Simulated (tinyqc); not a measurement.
# Hot electrons in a saturated n-channel MOSFET, lucky-electron model: several studies

Beyond pinch-off the lateral field grows as Esat cosh(y/l) over the velocity-saturated region (pseudo-two-dimensional model). Impact ionisation in this region gives the substrate current, which biases the body forward through Rsub. Currents are per width. Local-field laws: they overstate ionisation when the field peak is narrower than an energy relaxation length.

Inputs (values chosen for the exercise); values close to those of silicon n-channel devices: channel length L = 0.25 um; oxide thickness tox = 6.2 nm; junction depth xj = 100 nm; threshold VT = 0.67 V; effective mobility mu = 270 cm^2/(V s); saturation velocity vs = 8.2e6 cm/s; ionisation prefactor Ai = 2e6 1/cm; ionisation field Bi = 1.73 MV/cm; resistance of the lightly doped drain Rd = 200 ohm um; substrate resistance Rsub = 20000 ohm um; fall of VT per volt of forward body bias kb = 0.45; lifetime exponent m = 2.8; lifetime constant Hl = 510 s uA/um; drain voltage Vd = 2.1 V; gate voltage Vg = 1.3 V.

Constants: eps0 = 8.8541878128e-14 F/cm where lengths are in cm. Results are converted to the units shown.

Each table varies one quantity; the others keep the values above.

## Effect of the channel length

Cox = 3.9 eps0/tox, l = sqrt(3 tox xj), Esat = 2 vs/mu. Overdrive g = Vg - VT + kb Vb; Vdsat = g Esat L/(g + Esat L); Id = Cox vs (g - Vdsat); dV = Vd - Id Rd - Vdsat; Em = sqrt((dV/l)^2 + Esat^2); Isub = Id (Ai/Bi) l Em exp(-Bi/Em). Vb = Rsub Isub is solved self-consistently. Lifetime tau = (Hl/Id)(Isub/Id)^(-m); 1 year = 3.15576e7 s.

Result of one run:
```
L (um)  Id (uA/um)  Em (MV/cm)  Isub (uA/um)  Isub/Id  tau (years)
0.25         88.15      0.3826         1.827  0.02072     0.009487
```

What becomes of these results when the channel length L is changed from 0.25 to 0.35 um, all else the same?

Result of the changed run:
```
L (um)  Id (uA/um)  Em (MV/cm)  Isub (uA/um)  Isub/Id  tau (years)
0.35         67.87      0.3745         1.249  0.01841      0.01717
```

The whole series:
```
L (um)  Id (uA/um)  Em (MV/cm)  Isub (uA/um)  Isub/Id  tau (years)
0.12         145.4      0.4041         4.047  0.02784     0.002517
0.18         111.7      0.3916         2.632  0.02356     0.005229
0.25         88.15      0.3826         1.827  0.02072     0.009487
0.35         67.87      0.3745         1.249  0.01841      0.01717
0.5          50.51      0.3675        0.8351  0.01653      0.03117
0.71         37.23      0.3620        0.5645  0.01516      0.05387
1            27.32      0.3578        0.3876  0.01418      0.08849
```

As L goes from 0.12 to 1 um, Em falls from 0.404 to 0.358 MV/cm, Isub falls from 4.05 to 0.388 uA/um and tau rises from 0.00252 to 0.0885 years. From the first row to the last, log10(tau) changes by 1.5: 0.82 from (Isub/Id)^(-m), which holds Em and l, and 0.73 from 1/Id. For L = 0.12 to 0.18 um the saturated region takes over 60 % of L, so using the full L in Vdsat is rough.

## Effect of the drain voltage

Same model as above.

Effect of the drain voltage:
```
Vd (V)  Id (uA/um)  Em (MV/cm)  Isub (uA/um)   Isub/Id  tau (years)
1.3          84.40      0.2035       0.01743  2.065e-4         3986
1.46         84.52      0.2391       0.07268  8.600e-4        73.27
1.61         84.79      0.2728        0.2030  0.002394        4.156
1.77         85.37      0.3087        0.4842  0.005672       0.3687
1.93         86.39      0.3446        0.9806   0.01135      0.05223
2.09         88.03      0.3803         1.766   0.02007      0.01040
2.24         90.27      0.4135         2.837   0.03143     0.002887
2.4          93.63      0.4485         4.423   0.04724     8.891e-4
```

As Vd goes from 1.3 to 2.4 V, Em rises from 0.204 to 0.449 MV/cm, Isub rises from 0.0174 to 4.42 uA/um and tau falls from 3990 to 8.89e-4 years. The slope of ln(tau) against 1/Vd is 47.4 V between the first two rows and 39.6 V between the last two; ten years are last met at Vd = 1.46 V among the rows. At Vd = 1.3 V tau is a far extrapolation that only says that hot carriers are no limit.

## Effect of the junction depth

Same model as above.

Effect of the junction depth:
```
xj (nm)  Id (uA/um)  Em (MV/cm)  Isub (uA/um)   Isub/Id  tau (years)
40            106.3      0.5858         10.25   0.09639     1.063e-4
54            97.40      0.5111         6.177   0.06343     3.746e-4
74            91.53      0.4412         3.432   0.03750     0.001737
100           88.15      0.3826         1.827   0.02072     0.009487
140           86.06      0.3259        0.8188  0.009515      0.08593
180           85.22      0.2892        0.4157  0.004878       0.5635
250           84.68      0.2476        0.1529  0.001806        9.166
```

As xj goes from 40 to 250 nm, Em falls from 0.586 to 0.248 MV/cm, Isub falls from 10.2 to 0.153 uA/um and tau rises from 1.06e-4 to 9.17 years. From the first row to the last, log10(tau) changes by 4.9: 4.8 from (Isub/Id)^(-m), which holds Em and l, and 0.099 from 1/Id.

tinyqc, about 0.01 s, one thread, Intel Xeon 2.30GHz (shared host): `OMP_NUM_THREADS=1 python tinyqc.py 2550135 2550136 out.jsonl`
